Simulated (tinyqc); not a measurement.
A spin-degenerate level with charging energy between two leads, rate equations: one step of the calculation.

States 0, up, down and 2 with energies 0, e1 - Ez/2, e1 + Ez/2 and 2 e1 + U. mu_L = +V/2, mu_R = -V/2 (meV), f(x) = 1/(1 + exp(x/kB T)). A transition that adds one electron of given spin at the energy E has the rate G f(E - mu) from each lead, and its reverse G [1 - f(E - mu)]. I counts electrons leaving the left lead, times q.

Task. Transition energies and Fermi factors. Transition energies: 0-up e1 - Ez/2, 0-down e1 + Ez/2, up-2 e1 + U + Ez/2, down-2 e1 + U - Ez/2.

Parameters, values chosen for the exercise: charging energy of the second electron U = 9.8 meV; level e1 = 4.53 meV; temperature T = 8.3 K; bias V = 11 mV; Zeeman splitting Ez = 0 meV.

Constants: q = 1.602176634e-19 C, kB = 1.380649e-23 J/K, Vt = kB T/q. Results are converted to the units shown.

Find: E; fL; fR.

Result.

```
transition  E (meV)      fL  fR (1e-7)
0-up           4.53  0.7951      8.124
0-down         4.53  0.7951      8.124
up-2          14.33  0.0000      0.000
down-2        14.33  0.0000      0.000
```

Range of the model: Rate equations need hbar G well below kB T; cotunnelling and the Kondo effect are left out.

tinyqc, about 0.01 s, one thread, Intel Xeon 2.30GHz (shared host): `OMP_NUM_THREADS=1 python tinyqc.py 2780023 2780024 out.jsonl`
